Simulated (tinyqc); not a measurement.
From edge over centre, linear back to gap to the anode h: electroplating on a thin resistive seed layer: kinetics, Wagner number and the terminal effect across a wafer. Computed by tinyqc, a small Python program. Command: `OMP_NUM_THREADS=1 python tinyqc.py 3120254 3120255 out.jsonl terminal inv`. One thread of a shared host (Intel(R) Xeon(R) Processor @ 2.30GHz), about 0.06 s of CPU time with the checks.

Current enters the seed at the rim. The bath is treated as a local resistance per area (no lateral flow in the liquid), two electrons per ion, molar volume 7.11 cm^3/mol, Faraday constant F = e N_A, kinematic viscosity 0.01 cm^2/s, omega = 2 pi x rpm/60; k_B T/e is in volts.

Inputs (values chosen for the exercise, of the order of those for copper plating from an acid sulfate bath): wafer radius R = 15 cm; seed thickness t = 180 nm; seed resistivity = 11 microohm cm; bath conductivity kappa = 0.099 S/cm; extra resistance of a porous plate = 0 ohm cm^2; exchange current density i_0 = 0.13 mA/cm^2; cathodic transfer coefficient alpha = 0.55; mean current density = 15 mA/cm^2; diffusivity of the metal ion = 5.3e-06 cm^2/s; metal ion concentration = 0.2 mol/L; rotation rate = 30 rpm; temperature T = 298 K.

Constants: e = 1.602176634e-19 C; N_A = 6.02214076e+23 1/mol; k_B = 8.617333262e-05 eV/K.

Method:
- Growth rate = i V_m/(2 F). Levich limit i_L = 0.62 x 2 F D^(2/3) omega^(1/2) nu^(-1/6) c. Tafel overpotential eta = (k_B T/(alpha e)) ln(i/i_0); kinetic resistance k_B T/(alpha e i); bath resistance h/kappa + plate; R_s = resistivity/t; Wagner number = kinetic resistance x kappa/R.
- Linearised: with R_t = kinetic + bath resistance the current density obeys (1/r)(r i')' = i R_s/R_t, so i = A I_0(r/l), l = sqrt(R_t/R_s); with x = R/l, edge/centre = I_0(x) and edge/mean = x I_0(x)/(2 I_1(x)).
- Voltage drop in the seed for a uniform current: i R_s R^2/4.

Task: A run gave the result below. Find the gap to the anode h, known to lie between 3.7 and 11 cm.

edge over centre, linear = 1.549141

Result:

Each step takes the trial c = (a f_b - b f_a)/(f_b - f_a), f being the result less the target and a, b, c the logarithms of the listed values; c replaces end b, the old b replaces a if the sign of f changed, and otherwise f_a is halved.

Scan of the range:
```
gap to the anode h (cm)  edge over centre, linear
3.70                                      2.04721
4.44                                      1.85585
5.32                                      1.70244
6.38                                      1.57733
7.65                                      1.47557
9.17                                      1.39259
11.00                                     1.32436
```

False position (Illinois rule, in the logarithm of the input) inside the bracket:
```
step    end a    end b    trial  edge over centre, linear
1     6.38000  7.65000  6.70909                   1.54703
2     6.38000  6.70909  6.66528                   1.55088
3     6.70909  6.66528  6.68504                   1.54914
4     6.66528  6.68504  6.68500                   1.54914
5     6.66528  6.68500  6.68500                   1.54914
6     6.68500  6.68500  6.68500                   1.54914
```

Edge over centre, linear falls at every point of a 13-point scan of the range (every second point is shown), so one value fits; it is bracketed by 6.38 and 7.65. Answer: gap to the anode h = 6.685 cm.

Caution: the mean current exceeds 0.3 i_L, so depletion of metal ions, left out of the distribution, matters.
